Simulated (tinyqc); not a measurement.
Surface potential of a MOS transistor: implicit equation and explicit approximations: two steps of the calculation.

p-type body, charge-sheet picture, depletion and inversion only, full ionisation (an idealisation for deep acceptors), Boltzmann statistics (rough once Na exp(x - xn) passes about Nc/7). In units of Vt: xg = (Vg - Vfb)/Vt, x = psi/Vt, G = gamma/sqrt(Vt), xn = (2 phiF + Vc)/Vt. The implicit equation is (xg - x)^2 = G^2 [x - 1 + exp(x - xn)] for x above about 3. Cox = eps0 eox/tox.

Parameters, values chosen for the exercise; band and dielectric values close to those of silicon:
```
symbol  value  unit                                                                 meaning
T         400     K                                                             temperature
eox       3.9        relative permittivity of the gate insulator (close to silicon dioxide)
tox       9.8    nm                                                     insulator thickness
Vc        0.2     V                                                    channel-body voltage
```

Constants: q = 1.602176634e-19 C, kB = 1.380649e-23 J/K, Vt = kB T/q, eps0 = 8.8541878128e-14 F/cm where lengths are in cm. Results are converted to the units shown.

Task 1. Explicit approximation. Depletion value a = 1 + [sqrt(G^2/4 + xg - 1) - G/2]^2; inversion value b = xn + ln[(xg - xn)^2/G^2 - xn + 1] and first guess y = min(a, b) - ln(1 + exp(-|a - b|)) if a > xn + 1, else b = y = a; one second-order correction with D = exp(y - xn), p = 2 (xg - y) + G^2 (1 + D), w = (xg - y)^2 - G^2 (y - 1 + D): z = y + 2 w/(p + sqrt(p^2 - 2 (2 - G^2 D) w)), or the Newton step z = y + w/p where the root is not real.

G = 1.4471571
xn = 23.318458
xg = 48.158750

Give: a; b; y; p; w; z.

Result 1.

a = 39.213
b = 28.925
y = 28.925
p = 610.84
w = -258.84
z = 28.345

The root of the implicit equation is x = 28.3889; y misses it by 0.54 and z by -0.044, in units of Vt.

Task 2. Potential, charges and gate control. psi = Vt x; N_dep = Cox Vt G sqrt(x - 1)/q; N_inv = (Cox Vt G/q) [sqrt(x - 1 + exp(x - xn)) - sqrt(x - 1)]; dpsi/dVg = 1/[1 + G^2 (1 + exp(x - xn))/(2 (xg - x))].

converged x = 28.388865
G = 1.4471571
xn = 23.318458
xg = 48.158750

Wanted: psi; N_dep; N_inv; dpsi/dVg.

Result 2.

psi = 0.97855 V
N_dep = 5.7413e11 cm^-2
N_inv = 9.2456e11 cm^-2
dpsi/dVg = 0.10540

psi lies 5.1 Vt above 2 phiF + Vc.

Computed by the program tinyqc: `OMP_NUM_THREADS=1 python tinyqc.py 2122027 2122028 out.jsonl`, one thread of a shared Intel Xeon 2.30GHz, about 0.01 s for the whole run.
